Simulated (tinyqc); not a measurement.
Opening the gap, as alloying or pressure does: deep trap from a strong local potential in a two-band host (Koster-Slater model with semi-elliptic bands). Computed by tinyqc, a small Python program. Command: `OMP_NUM_THREADS=1 python tinyqc.py 3008120 3008121 out.jsonl deeptrap walk`. One thread of a shared host (Intel(R) Xeon(R) Processor @ 2.30GHz), about 0.02 s of CPU time with the checks.

The valence band spans -2 W_v to 0 and the conduction band E_g to E_g + 2 W_c. The orbital at the impurity site has weight f_v in the valence band and 1 - f_v in the conduction band, each spread as a semi-ellipse (2/(pi W^2)) sqrt(W^2 - x^2) about the band centre. The impurity adds U to this orbital. Spin is left out.

Inputs (values chosen for the exercise, for a model semiconductor):
```
quantity                                value  unit
gap E_g                                  0.74    eV
half-width of the valence band W_v          4    eV
half-width of the conduction band W_c     5.2    eV
valence weight f_v of the site orbital   0.56     -
impurity potential U                     5.77    eV
```

Impurity: repulsive, acceptor-like.

Method:
- In the gap G(E) = f_v (2/W_v^2)[x - sqrt(x^2 - W_v^2)] - (1 - f_v)(2/W_c^2)[y - sqrt(y^2 - W_c^2)], x = E + W_v, y = E_g + W_c - E.
- The trap level solves G(E) = 1/U (bisection). With D = -dG/dE = D_v + D_c, D_v = f_v (2/W_v^2)[x/sqrt(x^2 - W_v^2) - 1] and D_c = (1 - f_v)(2/W_c^2)[y/sqrt(y^2 - W_c^2) - 1], the weight on the impurity orbital is 1/(U^2 D) and the conduction-band character is D_c/D.
- The conduction band is shifted rigidly; widths, weights and U stay.

Against the gap:
```
E_g (eV)  E_t (eV)  depth below E_c (eV)  conduction character
0.370         none                     -                     -
0.481         none                     -                     -
0.592     0.000037                0.5920              0.002562
0.666     0.000439                0.6656              0.008055
0.740     0.001200                0.7388              0.012336
0.851     0.002852                0.8481              0.017174
0.962     0.004964                0.9570              0.020690
1.180     0.010010                1.1700              0.025183
```

What does the comparison show, and why?

As the conduction band moves up by 0.588 eV the level follows by 0.010 eV, a mean slope of 0.02; the local slope is the conduction character. A shallow donor would follow with slope 1 and a shallow acceptor with slope 0. For E_g = 0.37, 0.481 eV there is no level in the gap: it has merged into a band.
